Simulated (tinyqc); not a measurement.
Q-state Potts model on a small periodic square lattice: enumeration, Metropolis, heat-bath and Wolff steps: one step, computed by the program tinyqc. Command: `OMP_NUM_THREADS=1 python tinyqc.py 3114369 3114370 out.jsonl potts walk`. One thread of a shared host (Intel(R) Xeon(R) Processor @ 2.30GHz), about 0.08 s of CPU time with the checks.

E = -J x (number of nearest-neighbour bonds with equal states); n x n sites with periodic edges have 2 n^2 bonds. Order parameter m = (q f - 1)/(q - 1), f being the largest share of one state. Sites are numbered row by row from 0. Here q = 3 and n = 3.

Problem. Eight single-site steps. Site = floor(r1 n^2). State c is drawn with probability exp(K k_c)/sum exp(K k), k_c the number of neighbours in state c: the first c whose cumulative probability reaches r2; r3 is not used.

Inputs (values chosen for the exercise, for a model of domains or grain orientations): temperature T = 261 K.

Update: heat bath.

start states:
$$\begin{pmatrix}
0 & 2 & 0 \\
2 & 0 & 0 \\
0 & 1 & 1
\end{pmatrix}$$

random numbers, one row a step:
$$\begin{pmatrix}
0.7934 & 0.0993 & 0.6746 \\
0.4632 & 0.7887 & 0.5225 \\
0.8232 & 0.8879 & 0.7731 \\
0.7106 & 0.0819 & 0.4526 \\
0.4354 & 0.8955 & 0.6580 \\
0.8335 & 0.6025 & 0.5315 \\
0.3027 & 0.7172 & 0.3089 \\
0.3875 & 0.0624 & 0.9652
\end{pmatrix}$$

K = 1.111544

Give: the table «Steps» with the columns old, neighbours in each state, P(old), P(new), new; states afterwards.

Solution.

Steps:
```
site  old  neighbours in each state  P(old)  P(new)  new
7       1                     2 1 1  0.1985  0.6031    0
4       0                     2 0 2  0.4743  0.4743    2
7       0                     1 1 2  0.1985  0.6031    2
6       0                     1 1 2  0.1985  0.1985    0
3       2                     3 0 1  0.0947  0.0311    1
7       2                     1 1 2  0.6031  0.6031    2
2       0                     2 1 1  0.6031  0.1985    1
3       1                     3 0 1  0.0311  0.8742    0
```

states afterwards:
$$\begin{pmatrix}
0 & 2 & 1 \\
0 & 2 & 0 \\
0 & 2 & 1
\end{pmatrix}$$
